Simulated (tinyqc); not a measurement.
# Double-gate transistor, scale length and short-channel effects, step by step

Computed by the program tinyqc: `OMP_NUM_THREADS=1 python tinyqc.py 2420122 2420123 out.jsonl`, one thread of a shared Intel Xeon 2.30GHz, about 0.01 s for the whole run. Printed values are rounded.

A body of thickness ts between two insulators of thickness ti and two tied gates. Below threshold the potential that source and drain add obeys Laplace's equation and vanishes on the gate. Its lowest mode decays along the channel as exp(-k y); k is the smallest positive root of the matching condition at the interface, and the scale length is Lambda = pi/k.

Parameters, values chosen for the exercise; permittivities: semiconductor close to that of silicon, insulator close to that of silicon dioxide:

| symbol | value | unit | meaning |
|---|---|---|---|
| T | 273 | K | temperature |
| eps_r | 11.8 |  | relative permittivity of the semiconductor |
| ei | 3.84 |  | relative permittivity of the insulator |
| ti | 2.2 | nm | insulator thickness |
| ts | 9.3 | nm | body thickness |
| L | 64 | nm | channel length |
| Vbi | 0.89 | V | potential of the source |
| sT | 0.56 | V | potential of the barrier top at threshold |
| VTL | 0.38 | V | long-channel threshold |
| m | 1 |  | long-channel body factor |
| Vds | 0.6 | V | drain voltage |

Constants: q = 1.602176634e-19 C, kB = 1.380649e-23 J/K, Vt = kB T/q. Results are converted to the units shown.

## Scan of the matching condition

k, point 0 to 7 (1/nm): 0.02625  0.0525  0.07875  0.105  0.13125  0.1575  0.18375  0.21

f(k) = ei cos(k ti) cos(k ts/2) - eps_r sin(k ti) sin(k ts/2).

f(k), point 0 to 7: 3.722148  3.372624  2.803390  2.033955  1.090734  0.006196  -1.182197  -2.433203

The first change of sign lies between k = 0.1575 and 0.18375 1/nm.

## Iteration 1: decay constant by Newton steps

k at the start = 0.1575 1/nm

f(k) = ei cos(k ti) cos(k ts/2) - eps_r sin(k ti) sin(k ts/2); f' by a central difference with +/- 1e-5 1/nm; k(new) = k - f/f'.

f = 0.006196032
f' = -43.54542 nm
k after iteration 1 = 0.1576423 1/nm

## Iteration 2: decay constant by Newton steps

As before.

f = -1.529328e-6
f' = -43.56691 nm
k after iteration 2 = 0.1576423 1/nm

## Course of the iteration: decay constant by Newton steps

Stop when k changes by less than 1e-10 1/nm, or after 30 iterations.

Course of the iteration:
```
iteration	k (1/nm)	|change| (1/nm)
1	0.1576423	1.42e-4
2	0.1576423	3.51e-8
3	0.1576423	2.11e-15
```

Converged in 3 iterations. The change falls from 1.4e-4 in the first iteration to below the tolerance in the last.

## Scale length against simple estimates

k = 0.1576423 1/nm

Lambda = pi/k and l = 1/k. A parabolic potential across the structure gives l(parabolic) = sqrt((eps_r/(2 ei)) ts ti (1 + ei ts/(4 eps_r ti))).

Lambda = 19.92862 nm
l = 6.343477 nm
l(parabolic) = 6.499784 nm

The parabolic estimate is 2.5 % above l.

## Threshold shift, barrier position and swing

Along the channel psi(y) = s + a exp(y/l) + b exp(-y/l) with psi(0) = Vbi, psi(L) = Vbi + Vds and l = 1/k = Lambda/pi; with A = Vbi - s, B = A + Vds, x = exp(-L/l): a = (B - A x) x/(1 - x^2), b = (A - B x)/(1 - x^2). The minimum is s + 2 sqrt(a b), at y = (l/2) ln(b/a). The long-channel potential follows the gate as s = sT + (Vg - VTL)/m, and the threshold VT is the gate voltage at which the minimum equals sT. Swing = m Vt ln 10/g at threshold, g = d(minimum)/ds = 1 - (b x + a)/((1 + x) sqrt(a b)).

s at threshold = 0.5527543 V
a = 3.892285e-5 V
b = 0.3372068 V
position of the minimum = 28.75774 nm
VT = 0.3727543 V
swing = 54.97212 mV/decade

The threshold lies 7.25 mV below the long-channel value, and the barrier top sits at 0.45 L from the source.
